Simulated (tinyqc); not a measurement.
# MOS inversion layer, Poisson-Schroedinger loop, step by step

Computed by the program tinyqc: `OMP_NUM_THREADS=1 python tinyqc.py 2160024 2160025 out.jsonl`, one thread of a shared Intel Xeon 2.30GHz, about 0.5 s for the whole run. Printed values are rounded.

Electrons confined at an insulator interface at z = 0, treated as a hard wall; parabolic valleys, Hartree approximation, no image or exchange terms. The depletion charge lies far deeper than the electrons and gives a uniform field q Nd/(eps0 eps_r); the gate balances all charge. Energies are counted from the band edge at the interface.

Values chosen for this exercise; masses and permittivity close to those of silicon (111): temperature T = 400 K; relative permittivity eps_r = 11.6; mass along z of valley set A (6 valley(s)) mz1 = 0.261 m0; in-plane density-of-states mass of set A md1 = 0.351 m0; sheet density of electrons Ns = 1.4e13 cm^-2; sheet density of depletion charge Nd = 8e11 cm^-2; mesh step hz = 0.74 nm; mixing factor a = 0.5.

Constants: q = 1.602176634e-19 C, kB = 1.380649e-23 J/K, hbar = 1.054571817e-34 J s, m0 = 9.1093837015e-31 kg, Vt = kB T/q, eps0 = 8.8541878128e-14 F/cm where lengths are in cm, hbar^2/(2 m0) = 0.0380998212 eV nm^2. Results are converted to the units shown.

## Fixed part of the potential

| node | z (nm) |
|---|---|
| 1 | 0.74 |
| 2 | 1.48 |
| 3 | 2.22 |
| 4 | 2.96 |
| 5 | 3.7 |
| 6 | 4.44 |
| 7 | 5.18 |
| 8 | 5.92 |
| 9 | 6.66 |
| 10 | 7.4 |
| 11 | 8.14 |
| 12 | 8.88 |
| 13 | 9.62 |
| 14 | 10.36 |

V0 = q Nd z/(eps0 eps_r) in eV.

| node | fixed potential V0 (eV) |
|---|---|
| 1 | 0.009235 |
| 2 | 0.018470 |
| 3 | 0.027704 |
| 4 | 0.036939 |
| 5 | 0.046174 |
| 6 | 0.055409 |
| 7 | 0.064643 |
| 8 | 0.073878 |
| 9 | 0.083113 |
| 10 | 0.092348 |
| 11 | 0.101582 |
| 12 | 0.110817 |
| 13 | 0.120052 |
| 14 | 0.129287 |

## Round 1: levels and probability densities

| node | self-consistent potential U at the start (eV) |
|---|---|
| 1 | 0 |
| 2 | 0 |
| 3 | 0 |
| 4 | 0 |
| 5 | 0 |
| 6 | 0 |
| 7 | 0 |
| 8 | 0 |
| 9 | 0 |
| 10 | 0 |
| 11 | 0 |
| 12 | 0 |
| 13 | 0 |
| 14 | 0 |

Tridiagonal Hamiltonian with psi = 0 one step beyond both ends: H_ii = C (1/m_(i-1/2) + 1/m_(i+1/2))/hz^2 + V0_i + U_i, H_(i,i+1) = -C/(m_(i+1/2) hz^2), C = hbar^2/(2 m0). The lowest 2 level(s) are kept, normalised to hz sum |psi|^2 = 1. The mass is the same on all intervals.

levels (eV): A1 0.065998, A2 0.117388

| node | \|psi\|^2 of A1 (1/nm) | \|psi\|^2 of A2 (1/nm) |
|---|---|---|
| 1 | 0.045054 | 0.050784 |
| 2 | 0.143885 | 0.129079 |
| 3 | 0.229205 | 0.129515 |
| 4 | 0.259500 | 0.057319 |
| 5 | 0.234778 | 0.002180 |
| 6 | 0.179465 | 0.025123 |
| 7 | 0.119645 | 0.106828 |
| 8 | 0.070972 | 0.185345 |
| 9 | 0.037942 | 0.215223 |
| 10 | 0.018408 | 0.191559 |
| 11 | 0.008095 | 0.137134 |
| 12 | 0.003168 | 0.078961 |
| 13 | 0.001028 | 0.034136 |
| 14 | 0.000205 | 0.008165 |

## Round 1: Fermi level and occupations

Level k holds N_k = D_k Vt ln(1 + exp((EF - E_k)/Vt)) with D = 6 md1 m0 q/(pi hbar^2) per eV (spin included); EF is fixed by sum N_k = Ns.

EF = 0.0379224 eV
N_k (cm^-2): A1 1.11176e13, A2 2.88244e12

## Round 1: density, output potential and mixing

n_i = sum_k N_k |psi_k|^2 (converted to cm^-3). Hartree part by Gauss: on the interval before node i the electrons still beyond are S_i = Ns - hz sum_(j<i) n_j, and U_i = U_(i-1) + q S_i hz/(eps0 eps_r) in eV, U_0 = 0 at the interface. Mixing: U(new) = U + a (U(out) - U).

| node | n (1e19 cm^-3) | U(out) (eV) | U after round 1 (eV) |
|---|---|---|---|
| 1 | 0.64728 | 0.161608 | 0.080804 |
| 2 | 1.97172 | 0.317687 | 0.158844 |
| 3 | 2.92152 | 0.456924 | 0.228462 |
| 4 | 3.05023 | 0.571204 | 0.285602 |
| 5 | 2.61644 | 0.659429 | 0.329714 |
| 6 | 2.06763 | 0.725304 | 0.362652 |
| 7 | 1.63809 | 0.773516 | 0.386758 |
| 8 | 1.32328 | 0.807736 | 0.403868 |
| 9 | 1.04219 | 0.830653 | 0.415326 |
| 10 | 0.75681 | 0.844666 | 0.422333 |
| 11 | 0.48528 | 0.852215 | 0.426108 |
| 12 | 0.26282 | 0.855619 | 0.427810 |
| 13 | 0.10982 | 0.856778 | 0.428389 |
| 14 | 0.02582 | 0.856998 | 0.428499 |

## Course of the self-consistent loop

Start from U = 0. Stop when the largest |U(out) - U| is below 1e-7 eV, or after 120 rounds.

Course of the iteration:

| round | level A1 (eV) | EF (eV) | largest \|U(out) - U\| (eV) |
|---|---|---|---|
| 1 | 0.0659981 | 0.0379224 | 0.857 |
| 2 | 0.286910 | 0.268053 | 0.126 |
| 3 | 0.339179 | 0.319526 | 0.0632 |
| 4 | 0.366476 | 0.346215 | 0.0325 |
| 5 | 0.380504 | 0.360042 | 0.0152 |
| 6 | 0.387255 | 0.366732 | 7.04e-3 |
| 7 | 0.390468 | 0.369923 | 3.38e-3 |
| 8 | 0.392013 | 0.371460 | 1.64e-3 |
| 9 | 0.392762 | 0.372206 | 7.97e-4 |
| ... | ... | ... | ... |
| 14 | 0.393459 | 0.372903 | 2.29e-5 |
| 15 | 0.393470 | 0.372913 | 1.13e-5 |
| 16 | 0.393475 | 0.372919 | 5.62e-6 |
| 17 | 0.393478 | 0.372921 | 2.79e-6 |
| 18 | 0.393479 | 0.372923 | 1.38e-6 |
| 19 | 0.393480 | 0.372923 | 6.86e-7 |
| 20 | 0.393480 | 0.372924 | 3.41e-7 |
| 21 | 0.393481 | 0.372924 | 1.69e-7 |
| 22 | 0.393481 | 0.372924 | 8.43e-8 |

Converged in 22 rounds. Towards the end the residual shrinks by a factor of about 0.50 a round.

## Converged levels, occupations and centroid

| node | converged U (eV) |
|---|---|
| 1 | 0.161608 |
| 2 | 0.282720 |
| 3 | 0.349348 |
| 4 | 0.381724 |
| 5 | 0.397797 |
| 6 | 0.406552 |
| 7 | 0.411654 |
| 8 | 0.414625 |
| 9 | 0.416265 |
| 10 | 0.417094 |
| 11 | 0.417470 |
| 12 | 0.417616 |
| 13 | 0.417660 |
| 14 | 0.417667 |

Solve for the levels with V0 + U, find EF, n_i = sum_k N_k |psi_k|^2 (in cm^-3); share of each level N_k/Ns; centroid sum n z/sum n.

levels (eV): A1 0.393481, A2 0.502698
EF = 0.372924 eV
shares (%): A1 95.0387, A2 4.9613

| node | n (1e19 cm^-3) |
|---|---|
| 1 | 4.74071 |
| 2 | 6.37833 |
| 3 | 4.00974 |
| 4 | 1.90852 |
| 5 | 0.85670 |
| 6 | 0.42765 |
| 7 | 0.24945 |
| 8 | 0.15593 |
| 9 | 0.09475 |
| 10 | 0.05319 |
| 11 | 0.02690 |
| 12 | 0.01190 |
| 13 | 0.00425 |
| 14 | 0.00090 |

centroid = 1.91249 nm

An 800-node mesh to 18 nm with 8 levels a set gives A1 = 0.3995 eV, EF = 0.3788 eV and a centroid of 2.005 nm; the levels kept above hold 98.8 % of the electrons there. The coarse centroid is 4.6 % below the fine one.

## Closed-form estimates

Triangular well: E_k = a_k (C F^2/mz)^(1/3), a_1 = 2.338107, a_2 = 4.087949, C = hbar^2/(2 m0), F in eV/nm. Fang-Howard (all electrons in the lowest level of set A): b^3 = 6 (mz1/C) q (Nd + 11 Ns/32)/(eps0 eps_r), centroid 3/b, level C b^2/(4 mz1) + (3/b) q (Nd + 11 Ns/16)/(eps0 eps_r). Use F = q (Nd + Ns)/(eps0 eps_r), the surface field, and F = q (Nd + Ns/2)/(eps0 eps_r).

A1 with the surface field = 0.463307 eV
A1 with Nd + Ns/2 = 0.302290 eV
A2 with Nd + Ns/2 = 0.528525 eV
b = 1.53241 1/nm
Fang-Howard centroid = 1.95769 nm
Fang-Howard level = 0.404063 eV

Against the self-consistent A1 = 0.3995 eV on a fine mesh, the surface-field estimate is 16 % above it, the half-charge one 24 % below it and Fang-Howard 1.1 % above it. A1 holds 94.8 % of the electrons, and the Fang-Howard centroid is 2.4 % below the full one.
